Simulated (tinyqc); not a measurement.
From results back to parameters: shallow acceptor in the spherical four-band model. Four cases, with inputs chosen for the exercise.

Problem. The binding energy of the ground state was computed from a hidden mu.

The ground state 1S3/2 has an L = 0 part f(r) and an L = 2 part g(r). In units of Ry* and a*, with Gaussians f_i = exp(-a_i r^2), g_i = r^2 exp(-a_i r^2), A = a_i + a_j and I(n) = Gamma((n + 1)/2)/(2 A^((n + 1)/2)): S_ff = I(2), S_gg = I(6), H_ff = (6 a_i a_j/A) I(2) - 2 I(1), H_gg = (14 a_i a_j/A) I(6) - 2 I(5), H_fg = -mu [15 I(2) - 20 a_j I(4) + 4 a_j^2 I(6)]; each function is then normalised. The split-off band is left out.

Converged values use 22 exponents 2.2^i, i = -7 to 14, for f and for g.

Find: binding in Ry*; mu; heavy/light mass ratio (1 + mu)/(1 - mu).

Method. The binding in Ry* rises steadily with mu, so bisection finds one value.

Case 1.

Ry* = 16.937 meV
binding energy = 36.634 meV

Solution.

binding in Ry* = 2.163
mu = 0.753
heavy/light mass ratio (1 + mu)/(1 - mu) = 7.1

Case 2.

Ry* = 22.830 meV
binding energy = 28.633 meV

Solution.

binding in Ry* = 1.254
mu = 0.470
heavy/light mass ratio (1 + mu)/(1 - mu) = 2.8

Case 3.

Ry* = 22.830 meV
binding energy = 28.545 meV

Solution.

binding in Ry* = 1.250
mu = 0.467
heavy/light mass ratio (1 + mu)/(1 - mu) = 2.8

Case 4.

Ry* = 11.567 meV
binding energy = 24.143 meV

Solution.

binding in Ry* = 2.087
mu = 0.741
heavy/light mass ratio (1 + mu)/(1 - mu) = 6.7

Computed by tinyqc, one run a case: `OMP_NUM_THREADS=1 python tinyqc.py N N+1 out.jsonl` with N = 1282016, 1282038, 1282059, 1282087; one thread of a shared Intel(R) Xeon(R) Processor @ 2.30GHz, about 0.1 s a run at most.
